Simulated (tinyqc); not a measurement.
Worked calculation: charge control and current of a heterostructure field-effect transistor. Computed by tinyqc, a small Python program that keeps every step. Command: `OMP_NUM_THREADS=1 python tinyqc.py 3022462 3022463 out.jsonl hemt walk`. One thread of a shared host (Intel(R) Xeon(R) Processor @ 2.30GHz), about 0.01 s of CPU time with the checks. Intermediate numbers are printed to about 6 digits and carried at full precision; extremes and crossings named in words are read from the listed rows.

Two subbands in a triangular well; E_F is counted from the conduction band edge of the channel at the interface.

Inputs (values chosen for the exercise, modelled on AlGaAs/GaAs):
```
quantity                                  value        unit
channel mass m                            0.064         m_0
permittivity eps (barrier and channel)     12.4           -
barrier thickness d                          21          nm
Schottky barrier phi_B                     0.81          eV
conduction band offset dE_c                0.17          eV
delta-doping density N_d                3.6e+12      1/cm^2
gate voltage V_G                              0           V
mobility mu                                6100  cm^2/(V s)
saturation velocity v_s                     1.7    1e7 cm/s
gate length L                               540          nm
source resistance R_S                       0.3      ohm mm
temperature T                               300           K
mixing                                      0.3           -
iteration cap                               200           -
spacer between delta layer and channel      3.9          nm
```

Charge source: delta doping. Velocity law: two-piece.

Constants: e = 1.602176634e-19 C; eps_0 = 8.8541878128e-12 F/m; k_B = 8.617333262e-05 eV/K; hbar = 1.054571817e-34 J s; m_0 = 9.1093837015e-31 kg; k_B = 1.380649e-23 J/K.

## Threshold and barrier capacitance

Threshold V_T = phi_B - dE_c - e N_d (d - spacer)/(eps eps_0) (in volts); C_b = eps eps_0/d.

threshold voltage V_T = -0.258336 V

barrier capacitance C_b = 0.522819 microfarad/cm^2

The device is normally on.

## First iteration

Charge control: n_s = C_b (V_G - V_T - E_F/e)/e. Well: mean field F = e n_s/(2 eps eps_0), E_i = (hbar^2/2m)^(1/3) [(3 pi e F/2)(i + 3/4)]^(2/3), i = 0, 1; n_s = D k_B T sum_i ln(1 + exp((E_F - E_i)/k_B T)), D = m/(pi hbar^2), which is solved in closed form for E_F. Iteration from n_s = C_b (V_G - V_T)/(2e): E_F from n_s, n_out from the charge control, n_new = n_s + mixing (n_out - n_s), kept above n_s/10; stop when |n_out/n_s - 1| < 1e-9.

starting n_s = 4.21497e+11 1/cm^2

E_0 = 41.2781 meV

E_1 = 72.6168 meV

E_F = 26.8538 meV

n_out = 7.55366e+11 1/cm^2

## Sheet density

The formulas are those given above.

Course of the iteration:
```
iteration  n_s (1/cm^2)  E_F (meV)  |n_out/n_s - 1|
1           4.21497e+11    26.8538      7.92101e-01
2           5.21658e+11    41.2372      3.58037e-01
3           5.77690e+11    48.6195      1.84617e-01
4           6.09685e+11    52.6643      1.00801e-01
5           6.28122e+11    54.9448      5.66420e-02
6           6.38796e+11    56.2492      3.23235e-02
7           6.44990e+11    57.0011      1.86050e-02
...                 ...        ...              ...
32          6.53600e+11    58.0401      2.45857e-08
33          6.53600e+11    58.0401      1.43153e-08
34          6.53600e+11    58.0401      8.33523e-09
35          6.53600e+11    58.0401      4.85328e-09
36          6.53600e+11    58.0401      2.82587e-09
37          6.53600e+11    58.0401      1.64539e-09
38          6.53600e+11    58.0401      9.58047e-10
```

sheet density n_s = 6.53600e+11 1/cm^2

Converged in 38 iterations.

## Levels and gate capacitance

C_g = e dn_s/dV_G = 1/(1/C_b + 1/C_q), 1/C_q = d(E_F/e)/d(e n_s) by a central difference of +/- 0.1 % in n_s; added distance dd = eps eps_0/C_q.

E_0 = 55.3007 meV

E_1 = 97.2855 meV

E_F = 58.0401 meV

share in the second subband = 20.9522 %

gate capacitance C_g = 0.375463 microfarad/cm^2

added distance dd = 8.24177 nm

C_g is 72 % of C_b: the finite density of states and the rise of E_0 act as 8.2 nm of extra barrier.

## Saturation current

With V = e n_s/C_g and V_c = v_s L/mu: for v = mu F up to v_s, I/W = C_g v_s V_c (sqrt(1 + (V/V_c)^2) - 1) and V_Dsat = V + V_c - sqrt(V^2 + V_c^2); g_m = dI/dV; extrinsic g_m/(1 + g_m R_S); f_T = g_m/(2 pi C_g L).

V = 0.278904 V

V_c = 0.150492 V

V_Dsat = 0.112481 V

saturation current I/W = 106.226 mA/mm

intrinsic g_m = 561.730 mS/mm

extrinsic g_m = 480.720 mS/mm

intrinsic f_T = 44.0948 GHz

V/V_c = 1.85: between the square law and full saturation; I is 60 % of e n_s v_s = 178 mA/mm.

## Gate length

The formulas are those given above.

Scaling; the last columns are v_s/(2 pi L) and mu V/(2 pi L^2):
```
L (nm)  I/W (mA/mm)  g_m (mS/mm)  extrinsic g_m (mS/mm)    f_T (GHz)  velocity limit (GHz)  mobility limit (GHz)
30          172.764      638.000                535.504  9.01473e+02               901.878           3.00859e+04
60          167.668      637.143                534.900  4.50131e+02               450.939           7.52147e+03
120         157.950      633.747                532.505  2.23866e+02               225.470           1.88037e+03
250         139.021      619.257                522.237  1.04999e+02               108.225           4.33237e+02
500         110.061      570.989                487.485  4.84073e+01                54.113           1.08309e+02
1000         73.779      451.512                397.649  1.91391e+01                27.056           2.70773e+01
2000         42.054      285.627                263.084  6.05373e+00                13.528           6.76933e+00
5000         17.641      125.272                120.734  1.06203e+00                 5.411           1.08309e+00
```

f_T scales as L^-1.00 at the short end and L^-1.90 at the long end; the two limits cross at L = mu V/v_s = 1000 nm. g_m tends to C_g v_s = 638 mS/mm, and R_S cuts it by 16 % at the shortest gate. Fringe capacitances and short-channel effects, left out, lower f_T once L is below about ten barrier thicknesses.

Checks made by the program: iterated density against a bracketing root search (relative difference 7e-10).
